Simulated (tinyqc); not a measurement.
Inside a calculation. Method: empirical pseudopotential in a few plane waves. One step of it, computed by the program tinyqc.

Task: Bloch Hamiltonian at k. Basis: the 15 shortest G (labels in 2 pi/a), the same at every k. H(G,G') = c |k + G|^2 delta + VS(|G-G'|^2) cos((G-G').tau) + i VA sin((G-G').tau), tau = a/8 (1,1,1); 1 Ry = 13.605693 eV.

Parameters chosen for this model: fcc lattice, atoms at +/- a/8 (1,1,1); form factors in rydberg at |G|^2 in units of (2 pi/a)^2:
```
parameter,value,unit
a,6.060000,angstrom
VS(3),-0.199000,Ry
VS(8),-0.005000,Ry
VS(11),0.044000,Ry
VA(3),0,Ry
VA(4),0,Ry
VA(11),0,Ry
hbar^2/2m (2 pi/a)^2,4.095787,eV
```

k point k (2 pi / a): 0.360000  0.180000  0.090000

Give: H(k) at k.

Result:

H(k) at k (eV), lower triangle:
```
,+0+0+0,-1-1-1,-1-1+1,-1+1-1,-1+1+1,+1-1-1,+1-1+1,+1+1-1,+1+1+1,-2+0+0,+0-2+0,+0+0-2,+0+0+2,+0+2+0,+2+0+0
+0+0+0,0.697
-1-1-1,1.915,7.823
-1-1+1,-1.915,0.000,9.298
-1+1-1,-1.915,0.000,-0.068,10.772
-1+1+1,-1.915,0.068,0.000,0.000,12.247
+1-1-1,-1.915,0.000,-0.068,-0.068,0.000,13.721
+1-1+1,-1.915,0.068,0.000,0.000,-0.068,0.000,15.196
+1+1-1,-1.915,0.068,0.000,0.000,-0.068,0.000,-0.068,16.670
+1+1+1,1.915,0.000,0.068,0.068,0.000,0.068,0.000,0.000,18.145
-2+0+0,0.000,-1.915,-1.915,-1.915,1.915,0.423,-0.423,-0.423,-0.423,11.182
+0-2+0,0.000,-1.915,-1.915,0.423,-0.423,-1.915,1.915,-0.423,-0.423,-0.068,14.131
+0+0-2,0.000,-1.915,0.423,-1.915,-0.423,-1.915,-0.423,1.915,-0.423,-0.068,-0.068,15.605
+0+0+2,0.000,-0.423,1.915,-0.423,-1.915,-0.423,-1.915,0.423,-1.915,0.068,0.068,0.000,18.554
+0+2+0,0.000,-0.423,-0.423,1.915,-1.915,-0.423,0.423,-1.915,-1.915,0.068,0.000,0.068,-0.068,20.029
+2+0+0,0.000,-0.423,-0.423,-0.423,0.423,1.915,-1.915,-1.915,-1.915,0.000,0.068,0.068,-0.068,-0.068,22.978
```
